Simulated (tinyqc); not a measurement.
Cluster expansion of a binary alloy: correlations, fit, cross-validation and ground states: one step, computed by the program tinyqc.

s = +1 for A and -1 for B. Energy per site E = J0 + J1 P(point) + sum over clusters of m V P, with P the mean product of spins; V > 0 on a pair favours unlike neighbours. Clusters per site m: pair 1 6, pair 2 3, pair 3 12, triplet 8; the triplet is the triangle of first neighbours. Formation energies are counted from the line between pure A and pure B, which removes J0 and J1.

Question. Formation energies. Exact: X V with V = (V1, V2, V3, Vt). The data to fit add the noise amplitude times the normal numbers, standing for what the clusters leave out.

Inputs (values chosen for the exercise, for a model alloy):
```
quantity                    value      unit
first-pair interaction V1    5.68       meV
second-pair interaction V2   -2.1       meV
third-pair interaction V3   0.066       meV
triplet interaction Vt       0.96       meV
noise amplitude               1.1  meV/site
```

Lattice: fcc.

X:
```
                     pair 1    pair 2     pair 3   triplet
A                   0.00000   0.00000    0.00000   0.00000
A3B L1_2           -6.00000   0.00000  -12.00000  -8.00000
A3B D0_22          -6.00000  -1.00000   -8.00000  -8.00000
A3B (001) layers   -4.00000  -1.00000  -12.00000   0.00000
A2B (001) layers   -5.33333  -1.33333  -16.00000   0.00000
AB L1_0            -8.00000   0.00000  -16.00000   0.00000
AB L1_1            -6.00000  -6.00000  -12.00000   0.00000
A2B2 (001) layers  -4.00000  -2.00000  -16.00000   0.00000
AB2 (001) layers   -5.33333  -1.33333  -16.00000   0.00000
AB3 L1_2           -6.00000   0.00000  -12.00000   8.00000
AB3 D0_22          -6.00000  -1.00000   -8.00000   8.00000
AB3 (001) layers   -4.00000  -1.00000  -12.00000   0.00000
B                   0.00000   0.00000    0.00000   0.00000
```

standard normal numbers for the noise (0 for the pure ends): A 0.000, A3B L1_2 -0.070, A3B D0_22 0.691, A3B (001) layers -0.733, A2B (001) layers -0.813, AB L1_0 0.383, AB L1_1 0.074, A2B2 (001) layers 0.304, AB2 (001) layers 0.132, AB3 L1_2 0.179, AB3 D0_22 1.117, AB3 (001) layers 0.910, B 0.000

Give: exact energies; data.

Answer.

exact energies (meV/site): A 0.00, A3B L1_2 -42.55, A3B D0_22 -40.19, A3B (001) layers -21.41, A2B (001) layers -28.55, AB L1_0 -46.50, AB L1_1 -22.27, A2B2 (001) layers -19.58, AB2 (001) layers -28.55, AB3 L1_2 -27.19, AB3 D0_22 -24.83, AB3 (001) layers -21.41, B 0.00

data (meV/site): A 0.00, A3B L1_2 -42.63, A3B D0_22 -39.43, A3B (001) layers -22.22, A2B (001) layers -29.44, AB L1_0 -46.07, AB L1_1 -22.19, A2B2 (001) layers -19.24, AB2 (001) layers -28.40, AB3 L1_2 -27.00, AB3 D0_22 -23.60, AB3 (001) layers -20.41, B 0.00
